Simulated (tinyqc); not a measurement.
Mobility, diffusion coefficient and lifetime from two collectors.

Inverse problem. For an injected sheet in a field F the peak time tp at distance L obeys u^2 tp^2 + 2 D tp = L^2 with u^2 = v^2 + 4 D/tau, and the pulse area goes as exp(L (v - u)/(2 D)); v = mu F. Find u, D, mu and tau without using the Einstein relation.

Parameters, values chosen for the exercise:
- F = 46 V/cm (sweep field along the drift)

distances (um): 120  210
peak times (us): 0.177833225  0.318410686
ratio of the areas, far over near = 0.856732359

Answer. The two peak times give two linear equations for u^2 and D; the area ratio gives v - u, and u^2 - v^2 = 4 D/tau gives tau.

u = 6.40e4 cm/s
D = 41.0 cm^2/s
mu = 1.36e3 cm^2/(V s)
tau = 9.20e-7 s

tinyqc, about 0.01 s, one thread, Intel Xeon 2.30GHz (shared host): `OMP_NUM_THREADS=1 python tinyqc.py 2310127 2310128 out.jsonl`
